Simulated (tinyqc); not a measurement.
Worked calculation: coherent transport through a tight-binding region between two chains. One step of it, computed by the program tinyqc.

Task: Transmission at E = -0.35 eV. Surface Green function g = (E - i sqrt(4 t^2 - E^2)) / (2 t^2); self-energy tc^2 g on each contact site; G = (E - H - Sigma)^(-1); Gamma = -2 Im Sigma; T = Gamma_L Gamma_R |G_LR|^2; local density of states -Im G_ii / pi.

H of the central region (eV):
$$\begin{pmatrix}
-0.750000 & -2.370000 & 0.000000 & -2.370000 \\
-2.370000 & 0.650000 & -2.370000 & 0.000000 \\
0.000000 & -2.370000 & -0.870000 & -2.370000 \\
-2.370000 & 0.000000 & -2.370000 & -0.970000
\end{pmatrix}$$

Leads: semi-infinite chains with site energy 0:
```
parameter                           value
lead hopping t (eV)              2.340000
coupling to the left lead (eV)   0.730000
coupling to the right lead (eV)  0.550000
left contact site                       1
right contact site                      4
```

E = -0.350000 eV

Give: g; G; local density of states; transmission.

Result:

g = -0.0320-0.4262i 1/eV

G (1/eV):
$$\begin{pmatrix}
0.9192-0.2548i & -0.3683-0.1368i & -1.0746+0.1971i & 0.6041+0.0935i \\
-0.3683-0.1368i & -2.4315-0.9653i & -0.2357-0.2705i & 2.4832+1.0247i \\
-1.0746+0.1971i & -0.2357-0.2705i & 0.9752-0.3112i & 0.4437+0.3388i \\
0.6041+0.0935i & 2.4832+1.0247i & 0.4437+0.3388i & -2.5806-1.0990i
\end{pmatrix}$$

local density of states (1/eV): [0.0811, 0.3073, 0.0991, 0.3498]

transmission = 0.0438
